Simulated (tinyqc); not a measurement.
## Trap density from the leakage

Problem. Trap-assisted leakage is J = q Nt times the integral over x of the rate through one trap. Find Nt, the areal density Nt t and the mean in-plane spacing (Nt t)^(-1/2).

Parameters, values chosen for the exercise:
- t = 4.6 nm (thickness)

Constants: q = 1.602176634e-19 C. Results are converted to the units shown.

J = 5.7145826e-8 A/cm^2
integral of the rate over x = 4.8199485 nm/s

Answer. J is proportional to Nt.

Nt = 7.40e17 cm^-3
Nt t = 3.40e11 cm^-2
in-plane spacing = 17.1 nm

tinyqc, about 0.03 s, one thread, Intel Xeon 2.30GHz (shared host): `OMP_NUM_THREADS=1 python tinyqc.py 2370095 2370096 out.jsonl`
